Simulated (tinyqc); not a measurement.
# Long-channel MOSFET, surface-potential model, step by step

Program tinyqc, `OMP_NUM_THREADS=1 python tinyqc.py 2360017 2360018 out.jsonl`; Intel Xeon 2.30GHz, shared host, one thread, about 0.03 s. Printed values are rounded.

n-channel transistor on a uniformly doped p-type body, gradual-channel approximation, constant mobility, Boltzmann statistics, full ionisation. Potentials are counted from the neutral body; V is the electron quasi-Fermi potential, Vsb at the source and Vsb + Vds at the drain. Charges are magnitudes per area.

Inputs (values chosen for the exercise); material values close to those of silicon:

| symbol | value | unit | meaning |
|---|---|---|---|
| T | 300 | K | temperature |
| Eg | 1.13 | eV | band gap |
| eps_r | 11.6 |  | relative permittivity of the semiconductor |
| Nc | 2.77e19 | cm^-3 | conduction-band density of states at T |
| Nv | 2.7e19 | cm^-3 | valence-band density of states at T |
| Na | 2.9e17 | cm^-3 | acceptor density of the body |
| eox | 24.8 |  | relative permittivity of the gate insulator |
| tox | 49 | nm | insulator thickness |
| Vfb | -0.72 | V | flat-band voltage |
| mu | 100 | cm^2/(V s) | channel mobility |
| W | 1 | um | gate width |
| L | 5 | um | gate length |
| Vsb | 1 | V | source-body reverse bias |
| Vgs | 2.41 | V | gate-source voltage |
| Vds | 0.5 | V | drain-source voltage |

Constants: q = 1.602176634e-19 C, kB = 1.380649e-23 J/K, Vt = kB T/q, eps0 = 8.8541878128e-14 F/cm where lengths are in cm. Results are converted to the units shown.

Range of the model: The surface electron density at the source passes 0.3 Nc, where degeneracy, left out here, matters.

## Body potential, insulator capacitance and body factor

ni = sqrt(Nc Nv) exp(-Eg/(2 Vt)), Eg in volts; phiF = Vt ln(Na/ni); Cox = eps0 eox/tox; gamma = sqrt(2 q eps0 eps_r Na)/Cox. VT = Vfb + 2 phiF + gamma sqrt(2 phiF + Vsb), m = 1 + gamma/(2 sqrt(2 phiF + Vsb)).

ni = 8.81738e9 cm^-3
phiF = 0.447464 V
Cox = 0.448130 uF/cm^2
gamma = 0.689395 V^0.5
VT = 1.12392 V
m = 1.25040

## Iteration 1: surface potential at the source by Newton steps

psi at the start (the smaller of 2 phiF + Vsb + 4 Vt and the root without inversion charge) = 1.99834 V

With V = Vsb: G = psi - Vt + Vt e, e = exp((psi - 2 phiF - Vsb)/Vt); f = Vgs + Vsb - Vfb - psi - gamma sqrt(G); f' = -1 - gamma (1 + e)/(2 sqrt(G)); psi(new) = psi - f/f'.

G = 3.38422 V
f = 0.863432 V
f' = -11.4195
psi after iteration 1 = 2.07395 V

## Iteration 2: surface potential at the source by Newton steps

As before.

G = 28.3476 V
f = -1.61446 V
f' = -66.9266
psi after iteration 2 = 2.04983 V

## Course of the iteration: surface potential at the source by Newton steps

Stop when psi changes by less than 1e-10 V, or after 40 iterations.

Course of the iteration:
```
iteration  psi (V)  |change| (V)
1          2.07395        0.0756
2          2.04983        0.0241
3          2.04129       8.54e-3
4          2.04037       9.14e-4
5          2.04036       9.57e-6
6          2.04036       1.04e-9
7          2.04036             0
```

Converged in 7 iterations. At the end the number of correct digits about doubles with each step.

## Charges and current of the charge-sheet model

psi_0 = 2.04036 V
psi_L = 2.51764 V

psi_0 and psi_L solve Vgs + Vsb - Vfb - psi = gamma sqrt(G) at V = Vsb and Vsb + Vds. Qi = Cox gamma [sqrt(G) - sqrt(psi - Vt)], G = psi - Vt + Vt exp((psi - 2 phiF - V)/Vt), at both ends. With U = Vgs + Vsb - Vfb: drift = mu (W/L) Cox [U (psi_L - psi_0) - (psi_L^2 - psi_0^2)/2 - (2/3) gamma ((psi_L - Vt)^1.5 - (psi_0 - Vt)^1.5)]; diffusion = mu (W/L) Vt (Qi0 - QiL).

Qi0 = 497.942 nC/cm^2
QiL = 234.876 nC/cm^2
drift current = 3.49340 uA
diffusion current = 0.136016 uA
drain current = 3.62942 uA

Drift carries 96.3 % of the current.

## Inversion charge along the channel

V, point 0 to 10 (V): [1, 1.05, 1.1, 1.15, 1.2, 1.25, 1.3, 1.35, 1.4, 1.45, 1.5]

The surface potential psi at channel potential V solves Vgs + Vsb - Vfb - psi = gamma sqrt(G), G = psi - Vt + Vt exp((psi - 2 phiF - V)/Vt). Charge sheet: Qi = Cox gamma [sqrt(G) - sqrt(psi - Vt)]. Pao-Sah: Qi = (Cox gamma/2) integral from 3 Vt to psi of exp((u - 2 phiF - V)/Vt)/sqrt(G(u, V)) du.

```
point  psi (V)  Qi, charge sheet (nC/cm^2)  Qi, Pao-Sah (nC/cm^2)
0      2.04036                     497.942                500.529
1      2.08862                     471.096                473.515
2      2.13679                     444.356                446.613
3      2.18488                     417.725                419.824
4      2.23286                     391.207                393.153
5      2.28072                     364.807                366.604
6      2.32846                     338.530                340.183
7      2.37605                     312.386                313.898
8      2.42346                     286.386                287.760
9      2.47067                     260.543                261.783
10     2.51764                     234.876                235.986
```

At the source the charge-sheet charge is 0.52 % below the Pao-Sah one.

## Pao-Sah current by Simpson's rule

I = mu (W/L) integral of Qi dV; Simpson's rule on the 11 points, step Vds/10, weights 1, 4, 2, ..., 4, 1 times step/3.

Pao-Sah current = 3.67148 uA

Gauss-Legendre quadrature on many points gives 3.671 uA, so this value is within 0.01 % of it; the charge-sheet current, 3.629 uA, is 1.1 % below it.
